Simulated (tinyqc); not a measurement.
What moves the results: coherent potential approximation for a binary alloy with a semi-elliptic band. A value that a table varies takes the place of the one given here.

Site levels eA = -x d (share 1 - x) and eB = (1 - x) d (share x), so that their mean, the virtual crystal, is 0. Pure band: G0(z) = 2 (z - sqrt(z - W) sqrt(z + W))/W^2 with principal roots, density -Im G/pi per site. The medium has a self-energy S(z), G = G0(z - S), z = E + i eta. t_i = (e_i - S)/(1 - (e_i - S) G); the CPA demands <t> = (1 - x) tA + x tB = 0. Iteration: start at S = 0, set S(new) = S + <t>/(1 + <t> G), stop when |<t>| < 1e-9 eV.

Parameters, chosen for this exercise: W = 1.4 eV (half width of the pure band); x = 0.14 (fraction of B); d = 0.42 eV (eB - eA); eta = 0.028 eV (broadening); E1 = -1.5 eV (first energy); dE = 0.23 eV (step); E = 0.1 eV (energy).

## Virtual crystal, CPA and unmixed bands

Fifteen energies E1 + j dE. Virtual crystal: G0(z). Unmixed: (1 - x) G0(z - eA) + x G0(z - eB), the limit of large separate grains.

Densities (1/eV) and self-energy (eV):

| E (eV) | virtual crystal | CPA | unmixed | Re S | Im S |
|---|---|---|---|---|---|
| -1.50 | 0.0160 | 0.0184 | 0.0242 | -0.0162 | -0.0007 |
| -1.27 | 0.1835 | 0.1947 | 0.1901 | -0.0195 | -0.0065 |
| -1.04 | 0.2956 | 0.2990 | 0.2789 | -0.0188 | -0.0107 |
| -0.81 | 0.3620 | 0.3616 | 0.3560 | -0.0177 | -0.0142 |
| -0.58 | 0.4049 | 0.4018 | 0.4011 | -0.0164 | -0.0174 |
| -0.35 | 0.4313 | 0.4260 | 0.4284 | -0.0147 | -0.0205 |
| -0.12 | 0.4441 | 0.4369 | 0.4415 | -0.0125 | -0.0237 |
| 0.11 | 0.4443 | 0.4356 | 0.4418 | -0.0096 | -0.0270 |
| 0.34 | 0.4321 | 0.4222 | 0.4295 | -0.0057 | -0.0303 |
| 0.57 | 0.4064 | 0.3960 | 0.4034 | -0.0002 | -0.0333 |
| 0.80 | 0.3642 | 0.3551 | 0.3604 | 0.0076 | -0.0353 |
| 1.03 | 0.2992 | 0.2953 | 0.2930 | 0.0181 | -0.0344 |
| 1.26 | 0.1902 | 0.2030 | 0.1730 | 0.0309 | -0.0268 |
| 1.49 | 0.0172 | 0.0248 | 0.0468 | 0.0314 | -0.0031 |
| 1.72 | 0.0065 | 0.0071 | 0.0197 | 0.0202 | -0.0007 |

d/W = 0.30. CPA and virtual crystal differ by at most 0.013 1/eV, at 1.26 eV, against a peak of 0.455 for the pure band. |Im S| is largest at 0.80 eV (Im S = -0.035 eV); where the density is near zero this is no damping of states. On these rows the CPA density keeps one maximum: the bands are amalgamated.

## Bowing of the band edge from disorder

For eta = 0 the CPA reads G = (1 - x)/(y - eA) + x/(y - eB) with y = E - W^2 G/4; the lower edge is the maximum of E(y) = y + W^2 G(y)/4 for y < eA. The virtual crystal puts it at -W. Second order: -W - 2 x (1 - x) d^2/W, from S = x (1 - x) d^2 G0(-W), G0(-W) = -2/W.

Lower edge (eV):

| x | edge | edge + W | second order | (edge + W)/(x (1 - x)) |
|---|---|---|---|---|
| 0.05 | -1.4077 | -0.0077 | -0.0120 | -0.1623 |
| 0.10 | -1.4151 | -0.0151 | -0.0227 | -0.1674 |
| 0.25 | -1.4348 | -0.0348 | -0.0473 | -0.1855 |
| 0.40 | -1.4502 | -0.0502 | -0.0605 | -0.2090 |
| 0.50 | -1.4573 | -0.0573 | -0.0630 | -0.2292 |
| 0.60 | -1.4612 | -0.0612 | -0.0605 | -0.2550 |
| 0.75 | -1.4585 | -0.0585 | -0.0473 | -0.3120 |
| 0.90 | -1.4381 | -0.0381 | -0.0227 | -0.4231 |
| 0.95 | -1.4235 | -0.0235 | -0.0120 | -0.4950 |

second-order coefficient = -0.2520 eV

Disorder pushes the edge below the virtual crystal, most at x = 0.6 (-61 meV). The coefficient runs from -0.162 at x = 0.05 to -0.495 eV at 0.95, against -0.252 in second order: it depends strongly on x and is largest in size where the low-lying A atoms are dilute and act as attractive impurities.

## When the band splits

x as given, d varied, eta as given. The density is taken at E = (eA + eB)/2 and at E = eA + eB = (1 - 2x) d, where S has its pole for well split bands; a gap shows as a density of the size of the broadening tail.

Between the two levels:

| d/W | d (eV) | density at the midpoint (1/eV) | density at (1 - 2x) d (1/eV) | Im S at the midpoint (eV) |
|---|---|---|---|---|
| 0.2 | 0.28 | 0.4404 | 0.4367 | -0.013 |
| 0.4 | 0.56 | 0.4256 | 0.4085 | -0.046 |
| 0.6 | 0.84 | 0.4037 | 0.3567 | -0.086 |
| 0.8 | 1.12 | 0.3768 | 0.2683 | -0.118 |
| 1.0 | 1.40 | 0.3448 | 0.0769 | -0.137 |
| 1.2 | 1.68 | 0.3056 | 0.0371 | -0.141 |
| 1.5 | 2.10 | 0.2233 | 0.0372 | -0.120 |
| 2.0 | 2.80 | 0.0130 | 0.0179 | -0.024 |

The midpoint density falls from 0.440 to 0.0130 1/eV; it first drops below a tenth of the pure peak (0.045) at d/W = 2. At (1 - 2x) d the density drops below that mark at d/W = 1.2, so the bands have parted by then (this mark lags the true splitting), and is least, 0.0179, at d/W = 2. For x = 1/2 the two coincide and the band splits at d = W exactly; here x = 0.14. The size of Im Sigma at the midpoint is largest at d/W = 1.2. It is a lifetime only where the density there is finite; for well separated bands, d/W above 1/(2 sqrt(x (1 - x))), S has a pole in the gap at (1 - 2x) d.

## What each parameter does

Converged values at E. Each row changes one parameter from the base and keeps the others.

Results:

| case | Re S (eV) | Im S (eV) | density (1/eV) |
|---|---|---|---|
| base | -0.0098 | -0.0268 | 0.4359 |
| W = 1.54 eV | -0.0082 | -0.0249 | 0.3984 |
| x = 0.19 | -0.0110 | -0.0357 | 0.4331 |
| d = 0.462 eV | -0.0130 | -0.0315 | 0.4343 |
| eta = 0.056 eV | -0.0094 | -0.0264 | 0.4274 |
| E = 0.24 eV | -0.0076 | -0.0288 | 0.4295 |

The largest shifts from the base row, up to three for each result and ties (the steps differ in size, so this ranks the rows, not the parameters). Re S (eV): d -0.0032, E +0.0022, W +0.0016. Im S (eV): x -0.0089, d -0.0047, E -0.0020, W +0.0020. density (1/eV): W -0.0375, eta -0.0085, E -0.0064.

(tinyqc, `OMP_NUM_THREADS=1 python tinyqc.py 1480543 1480544 out.jsonl`, Intel(R) Xeon(R) Processor @ 2.30GHz, 1 thread, shared host, about 0.01 s.)
